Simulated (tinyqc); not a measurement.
Threshold of a short bulk MOSFET: charge sharing, barrier lowering, narrow width: effect of the junction depth.

n-channel device on a p-type body, depletion approximation, full ionisation. Uniform doping N = Na. Vbi from Boltzmann statistics is rough for the degenerate source. Cox = eps0 eox/tox.

ni = sqrt(Nc Nv) exp(-Eg/(2 Vt)), Eg in volts; 2 pB = 2 Vt ln(N/ni); flat band Vfb - Vt ln(N/Na); Wd = sqrt(2 eps0 eps_r (2 pB - Vbs)/(q N)); body term q N Wd/Cox; long-channel VT0 = flat band + 2 pB + body term; Vbi = Vt ln(N Nsd/ni^2); scale length l = sqrt((eps_r/eox) tox Wd). Charge sharing (trapezoid; it ignores Vds): F = (xj/L)(sqrt(1 + 2 Wd/xj) - 1), lowering = body term times F. Barrier lowering: th = exp(-L/(2 l)) + 2 exp(-L/l), lowering = th [2 (Vbi - 2 pB) + Vds], DIBL = th. Narrow width: rise = body term times xw Wd/W. VT by each model = VT0 - lowering + rise. DIBL under 0.001 mV/V is printed as 0.

Parameters, values chosen for the exercise; band and dielectric values close to those of silicon: temperature T = 350 K; band gap Eg = 1.12 eV; relative permittivity eps_r = 11.6; conduction-band density of states at T Nc = 3.5e19 cm^-3; valence-band density of states at T Nv = 3.38e19 cm^-3; relative permittivity of the gate insulator (close to silicon dioxide) eox = 3.9; insulator thickness tox = 3.8 nm; channel doping Na = 1.1e18 cm^-3; source and drain doping Nsd = 1e20 cm^-3; flat-band voltage for the doping Na Vfb = -0.7 V; body-source voltage Vbs = -0.5 V; drain-source voltage Vds = 0.05 V; gate width W = 190 nm; shape factor of the fringing depletion at the width edges xw = 0.7854; channel length L = 270 nm.

Constants: q = 1.602176634e-19 C, kB = 1.380649e-23 J/K, Vt = kB T/q, eps0 = 8.8541878128e-14 F/cm where lengths are in cm. Results are converted to the units shown.

The same in every row: N (cm^-3) = 1.100e18; VT0 (V) = 0.9992; L/l = 12.61; DIBL (mV/V) = 1.835; VT, barrier lowering (V) = 1.131.

Result of one run:
```
F       VT, charge sharing (V)
0.1375                   1.023
```

Which junction depth xj gave this result: 41, 70, 120 or 200 nm?

xj = 200 nm.

The whole series:
```
xj (nm)        F  VT, charge sharing (V)
5        0.05835                   1.085
8.5      0.07076                   1.076
14       0.08332                   1.066
24       0.09716                   1.055
41        0.1102                   1.044
70        0.1217                   1.035
120       0.1310                   1.028
200       0.1375                   1.023
```

As xj goes from 5 to 200, VT0 stays at 0.999 V, DIBL stays at 1.84 mV/V, F rises from 0.0583 to 0.138 and VT by barrier lowering stays at 1.13 V. The junction depth enters only the charge-sharing model.

Computed by the program tinyqc: `OMP_NUM_THREADS=1 python tinyqc.py 2002094 2002095 out.jsonl`, one thread of a shared Intel Xeon 2.30GHz, about 0.01 s for the whole run.
